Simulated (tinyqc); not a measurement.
Changing the energy inside the band E: Koster-Slater impurity in a tight-binding band, by Green functions and by supercells. Computed by tinyqc, a small Python program. Command: `OMP_NUM_THREADS=1 python tinyqc.py 3018158 3018159 out.jsonl kosterslater sweep`. One thread of a shared host (Intel(R) Xeon(R) Processor @ 2.30GHz), about 0.07 s of CPU time with the checks.

One orbital per site, e(k) = -2 t sum cos(k_i) over 3 direction(s), band from -6 t to 6 t, lattice constant 1. One site has the extra energy U. Spin is left out.

Inputs (values chosen for the exercise, for a model band): hopping t = 0.66 eV; impurity potential U = -3.14 eV; broadening eta = 0.053 eV; impurity concentration c = 0.01 per site.

Lattice: simple cubic.

Constants: hbar = 6.582119569e-16 eV s.

Method. Inside the band G0(z), z = E + i eta, comes from the chain form 1/(sqrt(y - 2t) sqrt(y + 2t)) (principal roots) at y = z + 2 t cos k + 2 t cos k', averaged over k and k' in (0, pi) with 200 Gauss-Legendre points each. T = U/(1 - U G0); phase shift delta = -arg(1 - U G0) in (-pi, pi]; host density of states -Im G0/pi; on the impurity -Im[G0/(1 - U G0)]/pi; lifetime of a band state hbar/(-2 c Im T).

One run for each value; columns: (1) energy inside the band E (eV); (2) host density of states (1/eV); (3) density of states on the impurity (1/eV); (4) phase shift delta (rad); (5) scattering lifetime (fs):
```
(1)         (2)      (3)     (4)     (5)
-3.760  0.02261  0.26395  2.2751    4.03
-2.930  0.06054  0.13904  2.0102    7.64
-2.090  0.10477  0.08678  1.9173   12.24
-1.250  0.20632  0.04954  1.6445   21.45
-0.418  0.21265  0.04328  1.2417   24.55
0.418   0.21265  0.03516  1.0216   30.22
1.250   0.20632  0.02354  0.7579   45.14
2.090   0.10477  0.01564  0.4107   67.94
2.930   0.06054  0.01089  0.2561   97.55
3.760   0.02261  0.00467  0.1015  227.62
```

Over the rows, host density of states (1/eV) goes from 0.0226 through a maximum among these rows, 0.213 at -0.418, to 0.0226; density of states on the impurity (1/eV) falls from 0.264 to 0.00467; phase shift delta (rad) falls from 2.28 to 0.102.

Extremes, crossings and ranges named in words are read from the listed rows.
